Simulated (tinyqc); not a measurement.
## Nanowire ballistic transistor, top-of-the-barrier model: effect of the drain control CD/CS

At the top of the source barrier, states moving towards the drain are filled by the source (Fermi level 0) and states moving back by the drain (Fermi level -q Vd); nothing scatters. U is the shift of the band edge there, set by the capacitances CG, CD and CS (the total) and by the charge. Parabolic one-dimensional subband; the source is grounded.

N0 = gv sqrt(2 m kB T/pi)/hbar, CG = 2 pi eps0 eox/ln(1 + 2 tox/d), CS = CG/aG, n0 = n at U = 0 and Vd = 0. eta1 = -(E0 + U)/Vt, eta2 = eta1 - Vd/Vt, n = (N0/2)[F_(-1/2)(eta1) + F_(-1/2)(eta2)], F_(-1/2)(x) = (1/sqrt(pi)) int_0^infinity u^(-1/2)/(1 + exp(u - x)) du. U = UL + q (n - n0)/CS with UL = -(aG Vg + aD Vd), energies in eV. I = gv (2 q^2/h) Vt [ln(1 + exp eta1) - ln(1 + exp eta2)]. CQ = (q/Vt) dn/d(eta1). E0 is held fixed.

Values chosen for this exercise; mass and valleys close to those of gallium nitride:
- T = 250 K (temperature)
- m = 0.21 m0 (effective mass)
- gv = 1 (valley degeneracy)
- eox = 3.9 (relative permittivity of the gate insulator)
- tox = 2.7 nm (insulator thickness)
- d = 6 nm (wire diameter)
- aG = 0.77 (gate control CG/CS)
- E0 = 0.33 eV (band edge at the barrier top above the source Fermi level at zero bias)
- Vg = 0.6 V (gate voltage)
- Vd = 0.6 V (drain voltage)

Constants: q = 1.602176634e-19 C, kB = 1.380649e-23 J/K, hbar = 1.054571817e-34 J s, h = 6.62607015e-34 J s, m0 = 9.1093837015e-31 kg, Vt = kB T/q, eps0 = 8.8541878128e-14 F/cm where lengths are in cm. Results are converted to the units shown.

Effect of the drain control CD/CS:
```
aD	eta1	n (cm^-1)	I (uA)	mean velocity I/(q n) (cm/s)	CQ/CS
0	3.047	1.818e6	5.164	1.773e7	0.5875
0.02	3.402	1.938e6	5.733	1.847e7	0.5550
0.04	3.763	2.053e6	6.320	1.922e7	0.5246
0.06	4.132	2.164e6	6.924	1.997e7	0.4967
0.08	4.508	2.271e6	7.543	2.073e7	0.4715
0.1	4.889	2.375e6	8.174	2.148e7	0.4488
0.12	5.276	2.475e6	8.816	2.223e7	0.4285
0.14	5.669	2.572e6	9.468	2.298e7	0.4104
```

Read the table: what changes, and by how much?

As aD goes from 0 to 0.14, n rises from 1.82e6 to 2.57e6 cm^-1, the mean velocity rises from 1.77e7 to 2.30e7 cm/s and the current rises from 5.16 to 9.47 uA. CQ/CS goes from 0.59 to 0.41. At aD = 0.14 higher subbands of the wire, left out here, could begin to fill.

Numbers from tinyqc (`OMP_NUM_THREADS=1 python tinyqc.py 2400076 2400077 out.jsonl`; about 0.03 s on one thread of a shared Intel Xeon 2.30GHz).
